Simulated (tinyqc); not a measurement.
## Film thickness from the threshold shift

Problem. Undoped body with a flat potential across it, hard walls, transport along x. Three valley pairs (g = 2 each) with the longitudinal mass along x, y or z. Non-parabolicity enters the subband edges through E (1 + al E) = gamma, so E = 2 gamma/(1 + sqrt(1 + 4 al gamma)); motion within a subband is taken as parabolic with the band-edge mass. Energies are counted from the bulk band edge. gamma = C (pi k/(t + dl))^2/mz, C = hbar^2/(2 m0). Each subband has N_k = g sqrt(mx my) m0 kB T/(pi hbar^2); without degeneracy n = exp(EF/Vt) sum N_k exp(-E_k/Vt). Classical value Nc times t, Nc = sum over valleys of 2 g (m m0 kB T/(2 pi hbar^2))^1.5 with m = (mx my mz)^(1/3). Threshold shift dVT = Vt ln(classical value/sum N_k exp(-E_k/Vt)). Find t and the lowest subband edge.

Inputs (values chosen for the exercise); masses close to those of silicon:
- T = 400 K (temperature)
- ml = 0.913 m0 (longitudinal mass)
- mt = 0.188 m0 (transverse mass)
- al = 0.5 1/eV (non-parabolicity)
- dl = 0.3 nm (widening of the box by penetration into the insulator)

Constants: q = 1.602176634e-19 C, kB = 1.380649e-23 J/K, hbar = 1.054571817e-34 J s, m0 = 9.1093837015e-31 kg, Vt = kB T/q, hbar^2/(2 m0) = 0.0380998212 eV nm^2. Results are converted to the units shown.

dVT = 54.106084 mV

Answer. dVT is evaluated for trial values of t with all subbands; between 1.5 and 25 nm one value matches.

t = 3.400 nm
E_1 = 29.65 meV

Computed by the program tinyqc: `OMP_NUM_THREADS=1 python tinyqc.py 2350117 2350118 out.jsonl`, one thread of a shared Intel Xeon 2.30GHz, about 0.07 s for the whole run.
